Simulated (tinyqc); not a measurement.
Worked calculation: coherent transport through a tight-binding region between two chains. One step of it, computed by the program tinyqc.

Problem. Transmission at E = -0.44 eV. Surface Green function g = (E - i sqrt(4 t^2 - E^2)) / (2 t^2); self-energy tc^2 g on each contact site; G = (E - H - Sigma)^(-1); Gamma = -2 Im Sigma; T = Gamma_L Gamma_R |G_LR|^2; local density of states -Im G_ii / pi.

H of the central region (eV):
```
,1,2
1,0.000000,-2.220000
2,-2.220000,0.000000
```

Leads: semi-infinite chains with site energy 0:
```
parameter,value
lead hopping t (eV),2.890000
coupling to the left lead (eV),1.140000
coupling to the right lead (eV),0.890000
left contact site,1
right contact site,2
```

E = -0.440000 eV

Give: g; G; local density of states; transmission.

Solution.

g = -0.0263-0.3450i 1/eV

G (1/eV):
```
,1,2
1,0.0821-0.0610i,0.4531-0.0277i
2,0.4531-0.0277i,0.0772-0.0966i
```

local density of states (1/eV): 0.0194  0.0307

transmission = 0.1010
